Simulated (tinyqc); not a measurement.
Short-channel transistor, virtual-source model with series resistance: transfer curves at low and high drain voltage.

The current per gate width is the charge at the top of the source barrier (the virtual source) times its velocity times a saturation function; al and be are fitting constants of the model. Units: I in uA/um, Rs in ohm um, so I Rs = 1e-6 I Rs in volts; Q in uC/cm^2, so I = 1e-4 Q vx0 Fsat with vx0 in cm/s.

Intrinsic voltages Vg' = Vgs - I Rs, Vd' = Vds - 2 I Rs. n = n0 + nd Vd', VT = VT0 - dl Vd', Ff = 1/(1 + exp((Vg' - VT + al Vt/2)/(al Vt))), Q = Cinv n Vt ln(1 + exp((Vg' - VT + al Vt Ff)/(n Vt))), Vdsat = (vx0 L/mu)(1 - Ff) + Vt Ff, Fsat = u/(1 + u^be)^(1/be) with u = Vd'/Vdsat, and I = Q vx0 Fsat per width. I is solved self-consistently. Columns for Vds = 0.05 V and 1.2 V; gm = dI/dVgs at 1.2 V.

Values chosen for this exercise: temperature T = 400 K; inversion capacitance Cinv = 1.27 uF/cm^2; velocity at the virtual source vx0 = 2.17e7 cm/s; apparent mobility mu = 450 cm^2/(V s); channel length L = 90 nm; threshold at zero drain voltage VT0 = 0.418 V; drain-induced barrier lowering dl = 0.156 V/V; subthreshold factor n0 = 1.28; growth of n with drain voltage nd = 0 1/V; threshold shift (in units of Vt) from weak to strong inversion al = 3.5; sharpness of saturation be = 1.8; series resistance of each contact Rs = 70 ohm um.

Constants: q = 1.602176634e-19 C, kB = 1.380649e-23 J/K, Vt = kB T/q. Results are converted to the units shown.

Transfer curves at low and high drain voltage:

| Vgs (V) | I, low Vds (uA/um) | I, high Vds (uA/um) | gm (uS/um) |
|---|---|---|---|
| 0 | 0.09599 | 5.627 | 103.7 |
| 0.15 | 1.432 | 58.96 | 730.3 |
| 0.3 | 10.27 | 233.2 | 1511 |
| 0.45 | 32.37 | 486.6 | 1813 |
| 0.6 | 58.55 | 767.6 | 1916 |
| 0.75 | 84.01 | 1058 | 1947 |
| 0.9 | 107.3 | 1350 | 1943 |
| 1.05 | 127.8 | 1640 | 1923 |
| 1.2 | 145.6 | 1926 | 1894 |

At Vds = 1.2 V the current spans 2.5 decades, from 5.63 to 1930 uA/um. Between the first two rows the swing is 147 mV a decade, against n Vt ln 10 = 102. At Vgs = 0 the higher drain voltage raises the current by a factor of 58.6, at Vgs = 1.2 V by 13.2. The transconductance goes from 104 through a maximum of 1950 (at Vgs = 0.75 V among the rows listed) to 1890 uS/um; Cinv vx0, its value in strong inversion and saturation without series resistance, is 2760 uS/um.

Numbers from tinyqc (`OMP_NUM_THREADS=1 python tinyqc.py 2380016 2380017 out.jsonl`; about 0.01 s on one thread of a shared Intel Xeon 2.30GHz).
